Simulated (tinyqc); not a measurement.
Rapid thermal processing of a wafer: radiative balance, ramp and cooling, pattern effects, pyrometer error and spike budget: one step, computed by the program tinyqc. Command: `OMP_NUM_THREADS=1 python tinyqc.py 3113562 3113563 out.jsonl rtp walk`. One thread of a shared host (Intel(R) Xeon(R) Processor @ 2.30GHz), about 0.05 s of CPU time with the checks.

The wafer is opaque and uniform through its thickness unless said otherwise; temperatures in formulas are in kelvin (C + 273.15). sigma = 5.670374419e-12 W/(cm^2 K^4).

Task: Pattern effect. At steady state a sinusoidal change of absorbed power of relative amplitude a and period p gives the temperature amplitude a q/(dq/dT + k d (2 pi/p)^2); healing length l = sqrt(k d/(dq/dT)); process change = E_a dT/(k_B T^2). Emissivity is taken as unchanged.

Inputs (values chosen for the exercise, modelled on a hot silicon wafer):
```
quantity                                        value        unit
wafer thickness d                                 725  micrometre
thermal conductivity k                           0.29    W/(cm K)
wall temperature T_w                              500           K
process temperature                               627           C
relative change of absorptivity over a pattern     10           %
period of the pattern                              39          mm
activation energy of the process E_a             1.24          eV
```

dq/dT = 11.65208 mW/(cm^2 K)

holding power q = 3.669668 W/cm^2

Constants: k_B = 8.617333262e-05 eV/K.

Give: healing length l; amplitude without lateral conduction; amplitude; change of the process rate.

Result:

healing length l = 13.43 mm

amplitude without lateral conduction = 31.49 K

amplitude = 5.541 K

change of the process rate = 9.841 %

Lateral conduction cuts the amplitude to 18 %, since p/(2 pi l) = 0.46.
